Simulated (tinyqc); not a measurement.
# Band bending at a free surface with a continuum of surface states, surface photovoltage and Kelvin probe: several studies

n-type bulk, xi = Ec - EF = Vt ln(Nc/Nd), p0 = ni^2/Nd, ni = sqrt(Nc Nv) exp(-Eg/(2 Vt)), Eg in volts. b is the upward band bending, u = b/Vt. Space charge per area, in units of q: Qc = sign(b) sqrt((2 eps0 eps_r Vt/q) [(Nd + dn)(exp(-u) - 1) + Nd u + (p0 + dn)(exp(u) - 1)]), with dn the excess density under light (flat quasi-Fermi levels; 0 in the dark). The states hold -Ds (E0 - xi - b): negative while the Fermi level lies above the neutrality level. Neutrality: Qc + Qf + (charge of the states) = 0.

Inputs (values chosen for the exercise); band and dielectric values those of a made-up semiconductor:

| symbol | value | unit | meaning |
|---|---|---|---|
| T | 300 | K | temperature |
| Eg | 1.1 | eV | band gap |
| eps_r | 16.1 |  | relative permittivity |
| Nc | 3.93e17 | cm^-3 | conduction-band density of states at T |
| Nv | 1.17e19 | cm^-3 | valence-band density of states at T |
| chi | 4.73 | eV | electron affinity |
| Nd | 2.2e15 | cm^-3 | donor density |
| Qf | 1.6e11 | cm^-2 | fixed positive charge at the surface |
| pt | 5.19 | eV | work function of the probe tip |
| Ds | 1.1e12 | cm^-2 eV^-1 | density of surface states |
| E0 | 0.52 | eV | depth of their neutrality level below the conduction edge |

Constants: q = 1.602176634e-19 C, kB = 1.380649e-23 J/K, Vt = kB T/q, eps0 = 8.8541878128e-14 F/cm where lengths are in cm. Results are converted to the units shown.

Each table varies one quantity; the others keep the values above.

## Photovoltage against injection

Under chopped light the surface charge keeps its dark value, so b falls to bL with Qc(bL, dn) = Qc(b, 0); the photovoltage is b - bL.

Photovoltage against injection:
```
dn (cm^-3)   bL (V)  photovoltage (mV)  share of b removed (%)
2.6e6        0.1718           2.345e-5                1.365e-5
3.2e7        0.1718           2.886e-4                1.680e-4
4e8          0.1718           0.003607                0.002100
5e9          0.1717            0.04502                 0.02621
6.2e10       0.1712             0.5475                  0.3187
7.7e11       0.1662              5.592                   3.255
9.6e12       0.1432              28.56                   16.63
1.2e14       0.1018              69.99                   40.74
1.5e15      0.05484              116.9                   68.08
1.8e16      0.02047              151.3                   88.09
```

What does the comparison show?

The photovoltage rises from 2.35e-5 to 151 mV, towards the full b = 172 mV. Its steepest rise is 42.8 mV a decade (Vt ln 10 = 59.5 mV), and it reaches 88.1 % of b in the last row: even strong light does not flatten the bands fully, so a saturation reading understates b. For dn = 1.8e16 the injection is high, and a Dember voltage, left out here, adds to the signal.

## Kelvin-probe contrast of the doping

Same model as above.

Work function chi + xi + b; contact potential difference CPD = (work function of the sample) - pt. b solves the neutrality condition in the dark.

Results:
```
Nd (cm^-3)   xi (eV)    b (V)  CPD (mV)
1.2e14       0.20925  0.15046   -100.29
2.3e14       0.19243  0.16075   -106.82
4.6e14       0.17451  0.16892   -116.57
9.1e14       0.15687  0.17325   -129.87
1.8e15       0.13924  0.17291   -147.85
3.6e15       0.12132  0.16682   -171.86
1.4e16      0.086210  0.13698   -236.81
2.8e16      0.068291  0.11468   -277.03
```

Estimate the missing row, Nd = 7.1e15 cm^-3.

Computed row:
```
Nd (cm^-3)  xi (eV)    b (V)  CPD (mV)
7.1e15      0.10376  0.15474   -201.49
```

With this row back in the table: xi falls by 141 mV over the table and the CPD by 177 mV; b goes from 0.150 through a maximum of 0.173 (at Nd = 9.1e14 cm^-3 among the rows listed) to 0.115 V. Between the first two rows the CPD follows 38.8 % of the change of xi, and between the last two 224 %. It is below 100 % where b rises with the doping (pinning hides it). It exceeds 100 % where b falls as the doping rises.

## Pinning by the surface states

Same model as above.

Pinning by the surface states:
```
Ds (cm^-2 eV^-1)     b (V)  xi + b (eV)  Qc (cm^-2)
2.4e10            -0.08434      0.04971   -1.487e11
6.7e10            -0.07801      0.05605   -1.289e11
1.8e11            -0.05843      0.07562   -8.001e10
5.1e11             0.02968       0.1637    2.170e10
1.4e12              0.2109       0.3449    8.511e10
3.9e12              0.3175       0.4516    1.069e11
1.1e13              0.3610       0.4950    1.145e11
2.9e13              0.3764       0.5104    1.171e11
8.1e13              0.3825       0.5166    1.182e11
```

What does the table show?

b rises from -0.0843 to 0.383 V. The Fermi level moves towards E0 = 0.52 eV and is within 3.43 meV of it in the last row; it is half-way there at the Ds that solves Ds b = Qc(b) + Qf with b = (E0 - xi)/2, 1.25e12 cm^-2 eV^-1.

Computed by the program tinyqc: `OMP_NUM_THREADS=1 python tinyqc.py 2430162 2430163 out.jsonl`, one thread of a shared Intel Xeon 2.30GHz, about 0.01 s for the whole run.
